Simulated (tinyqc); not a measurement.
# Band offsets of oxides on a semiconductor by the charge-neutrality-level model, step by step

Numbers from tinyqc (`OMP_NUM_THREADS=1 python tinyqc.py 2410008 2410009 out.jsonl`; about 0.01 s on one thread of a shared Intel Xeon 2.30GHz). Printed values are rounded.

Each material has a charge-neutrality level at the depth Phi = chi + Eg - CNL below vacuum. For oxide B on semiconductor A, dEc = (chiA - PhiA) - (chiB - PhiB) + S (PhiA - PhiB), dEv = EgB - EgA - dEc, with the pinning factor S = 1/(1 + 0.1 (eps_inf - 1)^2) of the oxide. S = 1 is the affinity rule, S = 0 aligns the two levels.

Parameters, values chosen for the exercise; substrate values close to those of In0.53Ga0.47As: gap of the semiconductor EgA = 0.72 eV; its electron affinity chiA = 4.45 eV; its charge-neutrality level above the valence edge cA = 0.56 eV.

Range of the model: The model ignores the chemistry of the actual interface, which can move offsets by several tenths of an eV.

## One oxide

oxide values (close to hafnium oxide): Eg (eV) 5.82, chi (eV) 2.43, CNL (eV) 3.81, eps_inf 3.91

Depths of both levels, S and the two offsets.

PhiA = 4.61 eV
PhiB = 4.44 eV
S = 0.541474
dEc = 1.94205 eV
dEv = 3.15795 eV

The limits are dEc = 2.02 eV (S = 1) and 1.85 eV (S = 0).

## Oxides compared

Oxides (values chosen for the exercise, close to those of the materials named):
```
	Eg (eV)	chi (eV)	CNL above Ev (eV)	eps_inf
silicon dioxide	9.02	0.9	4.39	2.28
silicon nitride	5.18	2.14	2.57	4.22
aluminium oxide	8.71	1.02	5.39	3.45
hafnium oxide	5.82	2.43	3.81	3.91
zirconium oxide	5.63	2.53	3.57	4.77
titanium oxide	3.16	3.8	2.24	8.03
tantalum oxide	4.43	3.25	3.21	4.92
```

The same for each oxide, with both limits.

Offsets:
```
	S	dEc (eV)	dEv (eV)	dEc, S = 1 (eV)	dEc, S = 0 (eV)
silicon dioxide	0.8592	3.680	4.620	3.550	4.470
silicon nitride	0.4910	2.381	2.079	2.310	2.450
aluminium oxide	0.6249	3.329	4.661	3.430	3.160
hafnium oxide	0.5415	1.942	3.158	2.020	1.850
zirconium oxide	0.4130	1.908	3.002	1.920	1.900
titanium oxide	0.1683	0.7415	1.699	0.6500	0.7600
tantalum oxide	0.3942	1.115	2.595	1.200	1.060
```

Both offsets exceed 1 eV for: silicon dioxide, silicon nitride, aluminium oxide, hafnium oxide, zirconium oxide, tantalum oxide. dEc falls short for: titanium oxide. The choice of S matters most for silicon dioxide, where the limits differ by 0.920 eV.
